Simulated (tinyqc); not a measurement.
ESD clamp with bipolar snapback, compact model and design window: one step of the calculation.

The drain junction multiplies the current that enters it: Igen = (M - 1)(Ic + I0), M = 1/(1 - (Vj/BV)^n). The generated holes leave through the substrate resistance and the base of the parasitic npn: Igen = Vb/Rb + Ic/be, Ic = Is exp(Vb/Vt). Terminal current I = Ic + I0 + Igen and voltage V = Vj + I Ro, per width. Isothermal, constant gain.

Task. The snapback curve. For given Vb: Ic, Igen, M = 1 + Igen/(Ic + I0), Vj = BV (1 - 1/M)^(1/n), I and V.

Values chosen for this exercise; values close to those of grounded-gate n-channel clamps:
```
symbol    value    unit                               meaning
T           300       K                           temperature
BV          7.4       V            junction breakdown voltage
n           3.9                exponent of the multiplication
be           10             current gain of the parasitic npn
Is      2.6e-17    A/um                    saturation current
I0      8.3e-11    A/um                      junction leakage
Rb        97000  ohm um                  substrate resistance
Ro          370  ohm um  drain ballast and contact resistance
```

Constants: q = 1.602176634e-19 C, kB = 1.380649e-23 J/K, Vt = kB T/q. Results are converted to the units shown.

| point | Vb (V) |
|---|---|
| 0 | 0.05 |
| 1 | 0.3 |
| 2 | 0.355 |
| 3 | 0.415 |
| 4 | 0.465 |
| 5 | 0.62 |
| 6 | 0.764 |
| 7 | 0.784 |
| 8 | 0.814 |

Find: Ic; M; Vj; I; V.

Result.

| point | Ic (uA/um) | M | Vj (V) | I (uA/um) | V (V) |
|---|---|---|---|---|---|
| 0 | 1.799e-10 | 6211 | 7.400 | 0.5155 | 7.400 |
| 1 | 2.849e-6 | 3.603e4 | 7.400 | 3.093 | 7.401 |
| 2 | 2.392e-5 | 3.423e4 | 7.400 | 3.660 | 7.401 |
| 3 | 2.436e-4 | 1.310e4 | 7.400 | 4.279 | 7.401 |
| 4 | 0.001685 | 2712 | 7.399 | 4.796 | 7.401 |
| 5 | 0.6769 | 10.54 | 7.213 | 7.136 | 7.216 |
| 6 | 177.7 | 1.144 | 4.352 | 203.3 | 4.427 |
| 7 | 385.1 | 1.121 | 4.181 | 431.7 | 4.341 |
| 8 | 1229 | 1.107 | 4.063 | 1360 | 4.567 |

V peaks at Vt1 = 7.401 V and falls to Vh = 4.341 V: once the npn supplies current, a small M feeds the base. At high current M tends to 1 + 1/be and Vj to BV (1 + be)^(-1/n) = 4.001 V.

Computed by the program tinyqc: `OMP_NUM_THREADS=1 python tinyqc.py 2670144 2670145 out.jsonl`, one thread of a shared Intel Xeon 2.30GHz, about 0.02 s for the whole run.
